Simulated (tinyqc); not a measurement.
# Resistive crossbar, vector-matrix product with wire resistance, step by step

Numbers from tinyqc (`OMP_NUM_THREADS=1 python tinyqc.py 2880119 2880120 out.jsonl`; about 0.03 s on one thread of a shared Intel Xeon 2.30GHz). Printed values are rounded.

2 rows and 3 columns. Cell (i, j) joins row node wij to column node bij. Each row is driven at its left end through one wire segment rw; neighbouring nodes along a row or a column are joined by rw; each column ends below the last row in one more rw and a virtual ground, where its current is read. Ideal output: I_j = sum_i V_i G_ij.

Parameters, values chosen for the exercise: wire resistance between neighbouring cells rw = 200 ohm; input voltages of the rows V = [0.11, 0.13] V.

## The nodal equations

cell conductances G (uS):

|  | column 1 | column 2 | column 3 |
|---|---|---|---|
| row 1 | 33 | 24 | 49 |
| row 2 | 46 | 34 | 18 |

Kirchhoff current law at every node, A x = b: A holds the sum of the conductances at a node on the diagonal and minus the conductance between two nodes off it (wire conductance 1/rw); b = V_i/rw at the first node of row i.

A (uS):
```
          w11       w12    w13       w21       w22    w23    b11    b12
w11  10033.00     -5000      0         0         0      0    -33      0
w12     -5000  10024.00  -5000         0         0      0      0    -24
w13         0     -5000   5049         0         0      0      0      0
w21         0         0      0  10046.00     -5000      0      0      0
w22         0         0      0     -5000  10034.00  -5000      0      0
w23         0         0      0         0     -5000   5018      0      0
b11       -33         0      0         0         0      0   5033      0
b12         0       -24      0         0         0      0      0   5024
b13         0         0    -49         0         0      0      0      0
b21         0         0      0       -46         0      0  -5000      0
b22         0         0      0         0       -34      0      0  -5000
b23         0         0      0         0         0    -18      0      0

       b13       b21       b22       b23
w11      0         0         0         0
w12      0         0         0         0
w13    -49         0         0         0
w21      0       -46         0         0
w22      0         0       -34         0
w23      0         0         0       -18
b11      0     -5000         0         0
b12      0         0     -5000         0
b13   5049         0         0     -5000
b21      0  10046.00         0         0
b22      0         0  10034.00         0
b23  -5000         0         0  10018.00
```

b (uA): w11 550, w12 0, w13 0, w21 650, w22 0, w23 0, b11 0, b12 0, b13 0, b21 0, b22 0, b23 0

## Node voltages and column currents

Solve A x = b; I_j = b2j/rw.

row nodes (mV): w11 107.7964, w12 106.2875, w13 105.2799, w21 127.5466, w22 126.2497, w23 125.8020
column nodes (mV): b11 2.545709, b12 1.851896, b13 2.462863, b21 1.851054, b22 1.350605, b23 1.455256
column currents (uA): column 1 9.255271, column 2 6.753024, column 3 7.276279

## Error against the ideal product

Ideal I_j = sum_i V_i G_ij; error = I/ideal - 1.

ideal currents (uA): column 1 9.61, column 2 7.06, column 3 7.73
error (%): column 1 -3.691, column 2 -4.348, column 3 -5.870

The largest error is in column 3. All currents fall short, since the wires take part of the voltage.
